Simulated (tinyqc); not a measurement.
# Resistance of a tapered via with liner, size effect and interface: what changes with what

A round via whose diameter grows from db at the bottom as D(z) = db + 2 z/tan(ang). The fill, of diameter D - 2 tl, starts above the bottom liner (thickness fb tl) and has rho = rho0 (1 + ks lam/(D - 2 tl)); the sidewall liner conducts in parallel with it. The bottom liner and the interface are crossed over the full area pi db^2/4. Spreading in the lines above and below is left out.

Inputs (values chosen for the exercise); fill metal close to copper:
- db = 19 nm (diameter at the bottom)
- hv = 64 nm (height)
- ang = 88 degrees (sidewall angle)
- rho0 = 1.66 uohm cm (bulk resistivity of the fill)
- lam = 40.4 nm (mean free path of the fill)
- ks = 1.4 (size-effect factor)
- tl = 2.1 nm (liner on the sidewall)
- fb = 0.7 (liner at the bottom over that on the sidewall)
- rl = 330 uohm cm (resistivity of the liner)
- ri = 2.4e-12 ohm cm^2 (interface resistivity at the bottom)
- Sb = 1.1e15 S/m^2 (ballistic conductance per area, about 3/(4 rho0 lam))
- rho2 = 5.21 uohm cm (bulk resistivity of the second fill (close to molybdenum))
- lam2 = 11.4 nm (its mean free path)
- tl2 = 0.1 nm (its liner)

Each table varies one quantity; the others keep the values above.

## Via resistance against the diameter at the bottom

Slices between z0 = fb tl and hv, evaluated at their midpoints: conductance per length pi/4 [(D - 2 tl)^2/rho + (D^2 - (D - 2 tl)^2)/rl], slice resistance = slice height over that. 2000 slices. R_fill = sum of the slices; R_bottom = rl fb tl/(pi db^2/4); R_interface = ri/(pi db^2/4); ballistic (Sharvin) limit 1/(Sb pi (db - 2 tl)^2/4); ideal cylinder rho0 hv/(pi db^2/4).

Results:

| db (nm) | R_fill (ohm) | R_bottom (ohm) | R_interface (ohm) | R (ohm) | ballistic limit (ohm) | R over ideal cylinder | largest part |
|---|---|---|---|---|---|---|---|
| 8.3 | 359.3 | 89.66 | 4.436 | 453.4 | 68.86 | 23.09 | fill |
| 11 | 123.2 | 51.05 | 2.525 | 176.7 | 25.03 | 15.81 | fill |
| 22 | 12.65 | 12.76 | 0.6314 | 26.04 | 3.653 | 9.317 | bottom liner |
| 30 | 5.076 | 6.863 | 0.3395 | 12.28 | 1.739 | 8.169 | bottom liner |
| 42 | 1.987 | 3.501 | 0.1732 | 5.662 | 0.8101 | 7.383 | bottom liner |
| 58 | 0.8444 | 1.836 | 0.09084 | 2.771 | 0.3999 | 6.892 | bottom liner |
| 80 | 0.3738 | 0.9651 | 0.04775 | 1.387 | 0.2015 | 6.561 | bottom liner |

Estimate the missing row, db = 16 nm.

Computed row:

| db (nm) | R_fill (ohm) | R_bottom (ohm) | R_interface (ohm) | R (ohm) | ballistic limit (ohm) | R over ideal cylinder | largest part |
|---|---|---|---|---|---|---|---|
| 16 | 34.27 | 24.13 | 1.194 | 59.59 | 8.313 | 11.28 | fill |

With this row back in the table: R falls from 453 to 1.39 ohm. The fill is the largest part at db = 8.3, the bottom liner from 22 on. R goes as db^(-3.35) between the first two rows and db^(-2.15) between the last two; area alone gives -2. For db = 80 the ballistic limit exceeds half of R_fill, so the diffusive model understates R.

## Via resistance against the interface resistivity at the bottom

Same model as above.

2000 slices.

The same in every row: R_fill (ohm) = 19.84; R_bottom (ohm) = 17.11; ballistic limit (ohm) = 5.284.

Results:

| ri (ohm cm^2) | R_interface (ohm) | R (ohm) | R over ideal cylinder | largest part |
|---|---|---|---|---|
| 2e-13 | 0.07054 | 37.02 | 9.880 | fill |
| 5e-13 | 0.1763 | 37.13 | 9.908 | fill |
| 1e-12 | 0.3527 | 37.30 | 9.955 | fill |
| 2e-12 | 0.7054 | 37.66 | 10.05 | fill |
| 6e-12 | 2.116 | 39.07 | 10.43 | fill |
| 3e-11 | 10.58 | 47.53 | 12.69 | fill |

Estimate the missing row, ri = 1e-11 ohm cm^2.

Computed row:

| ri (ohm cm^2) | R_interface (ohm) | R (ohm) | R over ideal cylinder | largest part |
|---|---|---|---|---|
| 1e-11 | 3.527 | 40.48 | 10.80 | fill |

With this row back in the table: R rises from 37.0 to 47.5 ohm. The fill is the largest part at ri = 2e-13 and in all other rows. The share of the two bottom terms goes from 46.4 to 58.3 %.

## Two fill metals against the diameter

2000 slices. R_fill = sum of the slices; R_bottom = rl fb tl/(pi db^2/4); R_interface = ri/(pi db^2/4). The second fill has rho2, lam2 and tl2 in place of rho0, lam and tl.

Two fill metals against the diameter:

| db (nm) | R, first fill (ohm) | R, second fill (ohm) | ratio second/first |
|---|---|---|---|
| 8.5 | 416.5 | 111.5 | 0.2678 |
| 12 | 135.4 | 51.95 | 0.3838 |
| 17 | 50.62 | 24.01 | 0.4743 |
| 24 | 20.99 | 11.23 | 0.5350 |
| 35 | 8.574 | 4.933 | 0.5754 |
| 49 | 4.014 | 2.392 | 0.5959 |
| 70 | 1.845 | 1.122 | 0.6080 |
| 100 | 0.8648 | 0.5312 | 0.6143 |

Read the table: what changes, and by how much?

The ratio goes from 0.268 to 0.614. The second fill gives the lower R in every row.

Computed by the program tinyqc: `OMP_NUM_THREADS=1 python tinyqc.py 2750170 2750171 out.jsonl`, one thread of a shared Intel Xeon 2.30GHz, about 0.01 s for the whole run.
